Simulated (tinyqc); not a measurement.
Worked calculation: CCSD on RHF in the sto-6g basis, for H6, spin multiplicity 1. One step of it, computed by the program tinyqc.

Task: Iteration 1: building the Fock matrix. J_ij = sum D_kl (ij|kl), K_ij = sum D_kl (ik|jl); F = H + J - 0.5 K; E = tr D H + tr D J / 2 - 0.25 tr D K + E_nn.

D at the start:
```
,1H 1s,2H 1s,3H 1s,4H 1s,5H 1s,6H 1s
1H 1s,0.158839,0.434534,-0.018725,-0.198125,0.120906,0.070670
2H 1s,0.434534,1.250583,0.169925,-0.466496,0.137130,0.121254
3H 1s,-0.018725,0.169925,0.899229,0.537259,-0.464925,-0.197836
4H 1s,-0.198125,-0.466496,0.537259,0.899963,0.168885,-0.019137
5H 1s,0.120906,0.137130,-0.464925,0.168885,1.250184,0.435317
6H 1s,0.070670,0.121254,-0.197836,-0.019137,0.435317,0.159460
```

core Hamiltonian H = T + V (hartree):
```
,1H 1s,2H 1s,3H 1s,4H 1s,5H 1s,6H 1s
1H 1s,-1.515323,-0.934226,-0.124363,-0.018981,-0.001098,-0.000097
2H 1s,-0.934226,-1.787596,-0.640757,-0.129696,-0.009909,-0.001100
3H 1s,-0.124363,-0.640757,-1.907834,-1.043084,-0.129466,-0.018981
4H 1s,-0.018981,-0.129696,-1.043084,-1.907664,-0.639814,-0.124363
5H 1s,-0.001098,-0.009909,-0.129466,-0.639814,-1.787641,-0.935441
6H 1s,-0.000097,-0.001100,-0.018981,-0.124363,-0.935441,-1.515754
```

Two-electron integrals (ij|kl) in chemists' order, unique and non-zero (hartree):
```
i,j,k,l,(ij|kl)
1,1,1,1,0.774999
2,1,1,1,0.280977
2,1,2,1,0.133245
2,2,1,1,0.457695
2,2,2,1,0.280977
2,2,2,2,0.774999
3,1,1,1,0.022585
3,1,2,1,0.012044
3,1,2,2,0.029820
3,1,3,1,0.001391
3,2,1,1,0.088779
3,2,2,1,0.054899
3,2,2,2,0.161040
3,2,3,1,0.007762
3,2,3,2,0.049603
3,3,1,1,0.213936
3,3,2,1,0.126407
3,3,2,2,0.365757
3,3,3,1,0.022585
3,3,3,2,0.161040
3,3,3,3,0.774999
4,1,1,1,0.002619
4,1,2,1,0.001422
4,1,2,2,0.003601
4,1,3,1,0.000180
4,1,3,2,0.001056
4,1,3,3,0.003601
4,1,4,1,0.000025
4,2,1,1,0.013303
4,2,2,1,0.007932
4,2,2,2,0.022585
4,2,3,1,0.001191
4,2,3,2,0.007762
4,2,3,3,0.029820
4,2,4,1,0.000180
4,2,4,2,0.001391
4,3,1,1,0.081523
4,3,2,1,0.046065
4,3,2,2,0.126407
4,3,3,1,0.007932
4,3,3,2,0.054899
4,3,3,3,0.280977
4,3,4,1,0.001422
4,3,4,2,0.012044
4,3,4,3,0.133245
4,4,1,1,0.149653
4,4,2,1,0.081523
4,4,2,2,0.213936
4,4,3,1,0.013303
4,4,3,2,0.088779
4,4,3,3,0.457695
4,4,4,1,0.002619
4,4,4,2,0.022585
4,4,4,3,0.280977
4,4,4,4,0.774999
5,1,1,1,0.000106
5,1,2,1,0.000060
5,1,2,2,0.000157
5,1,3,1,0.000008
5,1,3,2,0.000051
5,1,3,3,0.000191
5,1,4,1,1.26e-06
5,1,4,2,0.000009
5,1,4,3,0.000083
5,1,4,4,0.000171
5,1,5,1,6.83e-08
5,2,1,1,0.000786
5,2,2,1,0.000452
5,2,2,2,0.001248
5,2,3,1,0.000069
5,2,3,2,0.000449
5,2,3,3,0.001830
5,2,4,1,0.000011
5,2,4,2,0.000088
5,2,4,3,0.000838
5,2,4,4,0.001830
5,2,5,1,6.44e-07
5,2,5,2,0.000006
5,3,1,1,0.007992
5,3,2,1,0.004355
5,3,2,2,0.011446
5,3,3,1,0.000701
5,3,3,2,0.004644
5,3,3,3,0.022541
5,3,4,1,0.000128
5,3,4,2,0.001069
5,3,4,3,0.012020
5,3,4,4,0.029763
5,3,5,1,0.000008
5,3,5,2,0.000088
5,3,5,3,0.001386
5,4,1,1,0.036667
5,4,2,1,0.019400
5,4,2,2,0.049161
5,4,3,1,0.002958
5,4,3,2,0.018867
5,4,3,3,0.088634
5,4,4,1,0.000557
5,4,4,2,0.004645
5,4,4,3,0.054807
5,4,4,4,0.160767
5,4,5,1,0.000040
5,4,5,2,0.000448
5,4,5,3,0.007736
5,4,5,4,0.049453
5,5,1,1,0.107013
5,5,2,1,0.055313
5,5,2,2,0.136350
5,5,3,1,0.008005
5,5,3,2,0.049221
5,5,3,3,0.213850
5,5,4,1,0.001426
5,5,4,2,0.011463
5,5,4,3,0.126344
5,5,4,4,0.365530
5,5,5,1,0.000106
5,5,5,2,0.001248
5,5,5,3,0.022541
5,5,5,4,0.160767
5,5,5,5,0.774999
6,1,1,1,0.000007
6,1,2,1,4.00e-06
6,1,2,2,0.000011
6,1,3,1,5.99e-07
6,1,3,2,3.83e-06
6,1,3,3,0.000016
6,1,4,1,9.69e-08
6,1,4,2,7.60e-07
6,1,4,3,0.000007
6,1,4,4,0.000016
6,1,5,1,5.62e-09
6,1,5,2,5.52e-08
6,1,5,3,7.58e-07
6,1,5,4,3.82e-06
6,1,5,5,0.000011
6,2,1,1,0.000071
6,2,2,1,0.000040
6,2,2,2,0.000107
6,2,3,1,0.000006
6,2,3,2,0.000040
6,2,3,3,0.000172
6,2,4,1,1.03e-06
6,2,4,2,0.000008
6,2,4,3,0.000083
6,2,4,4,0.000191
6,2,5,1,6.32e-08
6,2,5,2,6.45e-07
6,2,5,3,0.000009
6,2,5,4,0.000051
6,2,5,5,0.000158
6,2,6,1,5.63e-09
6,2,6,2,6.86e-08
6,3,1,1,0.001038
6,3,2,1,0.000555
6,3,2,2,0.001426
6,3,3,1,0.000086
6,3,3,2,0.000558
6,3,3,3,0.002619
6,3,4,1,0.000016
6,3,4,2,0.000128
6,3,4,3,0.001422
6,3,4,4,0.003601
6,3,5,1,1.03e-06
6,3,5,2,0.000011
6,3,5,3,0.000179
6,3,5,4,0.001054
6,3,5,5,0.003601
6,3,6,1,9.69e-08
6,3,6,2,1.26e-06
6,3,6,3,0.000025
6,4,1,1,0.006164
6,4,2,1,0.003214
6,4,2,2,0.008007
6,4,3,1,0.000475
6,4,3,2,0.002963
6,4,3,3,0.013303
6,4,4,1,0.000086
6,4,4,2,0.000703
6,4,4,3,0.007932
6,4,4,4,0.022585
6,4,5,1,0.000006
6,4,5,2,0.000069
6,4,5,3,0.001190
6,4,5,4,0.007751
6,4,5,5,0.029818
6,4,6,1,5.99e-07
6,4,6,2,0.000008
6,4,6,3,0.000180
6,4,6,4,0.001391
6,5,1,1,0.044580
6,5,2,1,0.022773
6,5,2,2,0.055387
6,5,3,1,0.003217
6,5,3,2,0.019450
6,5,3,3,0.081608
6,5,4,1,0.000556
6,5,4,2,0.004368
6,5,4,3,0.046111
6,5,4,4,0.126527
6,5,5,1,0.000040
6,5,5,2,0.000453
6,5,5,3,0.007928
6,5,5,4,0.054890
6,5,5,5,0.281407
6,5,6,1,4.00e-06
6,5,6,2,0.000060
6,5,6,3,0.001424
6,5,6,4,0.012058
6,5,6,5,0.133605
6,6,1,1,0.088079
6,6,2,1,0.044530
6,6,2,2,0.107034
6,6,3,1,0.006164
6,6,3,2,0.036722
6,6,3,3,0.149653
6,6,4,1,0.001038
6,6,4,2,0.008007
6,6,4,3,0.081523
6,6,4,4,0.213936
6,6,5,1,0.000071
6,6,5,2,0.000786
6,6,5,3,0.013284
6,6,5,4,0.088682
6,6,5,5,0.458005
6,6,6,1,0.000007
6,6,6,2,0.000107
6,6,6,3,0.002619
6,6,6,4,0.022585
6,6,6,5,0.281407
6,6,6,6,0.774999
```

nuclear repulsion = 3.83788624 hartree

Give: Coulomb J; exchange K; Fock matrix F; total energy of this density.

Result:

Coulomb J (hartree):
```
,1H 1s,2H 1s,3H 1s,4H 1s,5H 1s,6H 1s
1H 1s,1.5614,0.8570,0.1077,0.0159,0.0009,0.0001
2H 1s,0.8570,2.2157,0.6420,0.1185,0.0085,0.0009
3H 1s,0.1077,0.6420,2.4069,1.0842,0.1183,0.0160
4H 1s,0.0159,0.1185,1.0842,2.4069,0.6410,0.1077
5H 1s,0.0009,0.0085,0.1183,0.6410,2.2159,0.8584
6H 1s,0.0001,0.0009,0.0160,0.1077,0.8584,1.5628
```

exchange K (hartree):
```
,1H 1s,2H 1s,3H 1s,4H 1s,5H 1s,6H 1s
1H 1s,0.5363,0.6655,0.1258,-0.0205,0.0105,0.0154
2H 1s,0.6655,1.3173,0.4371,0.0648,0.0067,0.0105
3H 1s,0.1258,0.4371,1.1727,0.7765,0.0648,-0.0205
4H 1s,-0.0205,0.0648,0.7765,1.1728,0.4362,0.1257
5H 1s,0.0105,0.0067,0.0648,0.4362,1.3175,0.6668
6H 1s,0.0154,0.0105,-0.0205,0.1257,0.6668,0.5380
```

Fock matrix F (hartree):
```
,1H 1s,2H 1s,3H 1s,4H 1s,5H 1s,6H 1s
1H 1s,-0.2221,-0.4100,-0.0796,0.0072,-0.0055,-0.0077
2H 1s,-0.4100,-0.2305,-0.2173,-0.0436,-0.0048,-0.0055
3H 1s,-0.0796,-0.2173,-0.0873,-0.3472,-0.0436,0.0072
4H 1s,0.0072,-0.0436,-0.3472,-0.0872,-0.2169,-0.0795
5H 1s,-0.0055,-0.0048,-0.0436,-0.2169,-0.2305,-0.4104
6H 1s,-0.0077,-0.0055,0.0072,-0.0795,-0.4104,-0.2220
```

total energy of this density = -2.794626 hartree
